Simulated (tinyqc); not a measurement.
Stoner model of a band ferromagnet: one step. The ground state. Three cases, with inputs chosen for the exercise.

Task: Take the lowest of E(0), the stationary points e(n_up) - e(n_down) = I m, and saturation.

Density of states per atom and spin: semi-elliptic, D(e) = (8 M/(pi W^2)) sqrt(W^2/4 - e^2). Levels e -/+ I m/2 for up and down spin, m = n_up - n_down, n_up + n_down = nd. At zero temperature e(N) is the energy below which N states lie, and E(m) = sum over spins of integral e D de - I m^2/4.

Give: m; exchange splitting I m; E - E(0); n_up, n_down.

Case 1.

Values chosen: W = 4.3 eV (band width, e from -W/2 to W/2); M = 5 (states per atom and spin); nd = 7.37 (electrons per atom); I = 1.03 eV (Stoner parameter).

Result:

m = 2.630 muB
exchange splitting I m = 2.709 eV
E - E(0) = -454.3 meV

n_up, n_down: [5.000, 2.370]

The moment is saturated (a strong ferromagnet): the majority band is full.

Case 2.

Values chosen: W = 6.4 eV (band width, e from -W/2 to W/2); M = 5 (states per atom and spin); nd = 7.95 (electrons per atom); I = 1.3 eV (Stoner parameter).

Result:

m = 2.011 muB
exchange splitting I m = 2.614 eV
E - E(0) = -99.7 meV

n_up, n_down: [4.980, 2.970]

Both spin bands cross the Fermi level (a weak ferromagnet).

Case 3.

Values chosen: W = 4.4 eV (band width, e from -W/2 to W/2); M = 5 (states per atom and spin); nd = 7.09 (electrons per atom); I = 0.55 eV (Stoner parameter).

Result:

m = 0.000 muB
exchange splitting I m = 0.000 eV
E - E(0) = 0.0 meV

n_up, n_down: [3.545, 3.545]

The ground state is not magnetic.

Computed by tinyqc, one run a case: `OMP_NUM_THREADS=1 python tinyqc.py N N+1 out.jsonl` with N = 1651753, 1680080, 1680982; one thread of a shared Intel(R) Xeon(R) Processor @ 2.30GHz, about 0.4 s a run at most.
